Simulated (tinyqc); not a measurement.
Inside a calculation. Method: Ewald sum of point charges, simple cubic lattice in a neutralising background. Computed by tinyqc, a small Python program that keeps every step. Command: `OMP_NUM_THREADS=1 python tinyqc.py 24704 24705 out.jsonl` (the two numbers bound the seeds that draw the settings). One thread of a shared host (Intel(R) Xeon(R) Processor @ 2.60GHz), about 0.02 s of CPU time with the checks.

## Ewald sum with eta = 0.32 1/bohr

cell vectors (rows) (bohr):
```
           1          2          3
1  10.550000   0.000000   0.000000
2   0.000000  10.550000   0.000000
3   0.000000   0.000000  10.550000
```

Charges:

| q | f1 | f2 | f3 |
|---|---|---|---|
| 1.000000 | 0.000000 | 0.000000 | 0.000000 |

Real space: 1/2 sum q_i q_j erfc(eta r)/r over all images with r > 0; reciprocal space: (2 pi/V) sum_(G != 0) exp(-G^2/4 eta^2)/G^2 |S(G)|^2 with S(G) = sum q exp(i G.r); self term -eta/sqrt(pi) sum q^2; background -pi Q^2/(2 V eta^2), Q the total charge.

Real-space shells (first ones):

| r (bohr) | pairs | sum (hartree) |
|---|---|---|
| 10.550000 | 6 | 5.13e-07 |
| 14.919953 | 12 | 0 |
| 18.273136 | 8 | 0 |

Reciprocal shells (first ones that count):

| G^2 (1/bohr^2) | vectors | sum (hartree) |
|---|---|---|
| 0.354695 | 6 | 0.038075 |
| 0.709390 | 12 | 0.016016 |
| 1.064084 | 8 | 0.002994 |
| 1.418779 | 6 | 0.000709 |
| 1.773474 | 24 | 0.000954 |
| 2.128169 | 24 | 0.000334 |
| 2.837558 | 12 | 0.000022 |
| 3.192253 | 30 | 0.000021 |
| 3.546948 | 24 | 0.000006 |
| 3.901643 | 24 | 2.40e-06 |
| 4.256338 | 8 | 3.09e-07 |
| 4.611032 | 24 | 3.60e-07 |

## The total does not depend on eta

The same sums for other eta.

Totals (hartree per cell):

| eta | real | reciprocal | self | background | total |
|---|---|---|---|---|---|
| 0.320000 | 5.13e-07 | 0.059135 | -0.180541 | -0.013064 | -0.13446907 |
| 0.514000 | 0 | 0.160588 | -0.289993 | -0.005063 | -0.13446907 |
| 0.657000 | 0 | 0.239303 | -0.370673 | -0.003099 | -0.13446907 |

shortest distance = 10.550000 bohr
